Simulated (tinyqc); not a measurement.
# Changing the regular-solution parameter W

Model: interdiffusion in a binary couple: Darken equations, Kirkendall shift and Boltzmann-Matano analysis. Computed by tinyqc, a small Python program. Command: `OMP_NUM_THREADS=1 python tinyqc.py 3020457 3020458 out.jsonl darken sweep`. One thread of a shared host (Intel(R) Xeon(R) Processor @ 2.30GHz), about 0.1 s of CPU time with the checks.

x is the mole fraction of B; the molar volume is constant, and the two halves are long enough to count as infinite.

Inputs (values chosen for the exercise, for a model alloy A-B): tracer diffusivity D*_A(0) = 2.5e-16 m^2/s; tracer diffusivity D*_B(0) = 6.9e-17 m^2/s; slope k of ln D* with x = 0.29; temperature T = 969 K; left composition x_L = 0.26; right composition x_R = 0.62; time t = 21000 s; composition x for the local step = 0.35.

Vacancy-wind correction: Manning, fcc.

Constants: k_B = 8.617333262e-05 eV/K.

Method:
- D*_i(x) = D*_i(0) exp(k x); thermodynamic factor Phi = 1 - 2 W x (1 - x)/(k_B T); with f0 = 0.7815, M0 = 2 f0/(1 - f0), den = M0 ((1 - x) D*_A + x D*_B): D_A = D*_A Phi [1 + 2 (1 - x)(D*_A - D*_B)/den], D_B = D*_B Phi [1 - 2 x (D*_A - D*_B)/den]; interdiffusion D~ = x D_A + (1 - x) D_B.
- With lambda = z/sqrt(t), the profile solves d/dlambda (D~ dx/dlambda) + (lambda/2) dx/dlambda = 0 with x = x_L and x_R far to the left and right; z = 0 is the original interface. It is solved as a boundary-value problem in y = lambda/sqrt(D~ at the mean composition) on -12 < y < 12 (collocation, tolerance 1e-8).
- Read from the profile: the position z(x), the area -int_(x_L)^x z dx and the slope.
- Lattice planes move with v = (D_B - D_A) dx/dz; markers from the original interface stay at one composition, where z_K = 2 t v.

One run for each value; columns: (1) regular-solution parameter W (eV); (2) thermodynamic factor Phi; (3) interdiffusion coefficient D~ at the local x (m^2/s); (4) marker position z_K (um); (5) slope dx/dz at the local x (1/um):
```
(1)      (2)        (3)      (4)      (5)
-0.25  2.362  3.752e-16  -0.8958  0.02986
-0.20  2.090  3.320e-16  -0.8414  0.03173
-0.15  1.817  2.887e-16  -0.7832  0.03400
-0.10  1.545  2.454e-16  -0.7203  0.03684
-0.05  1.272  2.021e-16  -0.6514  0.04054
0.00   1.000  1.588e-16  -0.5743  0.04564
0.05   0.728  1.156e-16  -0.4850  0.05332
0.10   0.455  7.229e-17  -0.3751  0.06684
```

Describe and explain the trends.

Over the rows, thermodynamic factor Phi falls from 2.36 to 0.455; interdiffusion coefficient D~ at the local x (m^2/s) falls from 3.75e-16 to 7.23e-17; marker position z_K (um) rises from -0.896 to -0.375. Phi is linear in W and would vanish at this composition for W = 0.184 eV, the spinodal. Left out: 0.150, 0.200 (Phi falls below 0.15 or turns negative within the couple, near or inside the spinodal).
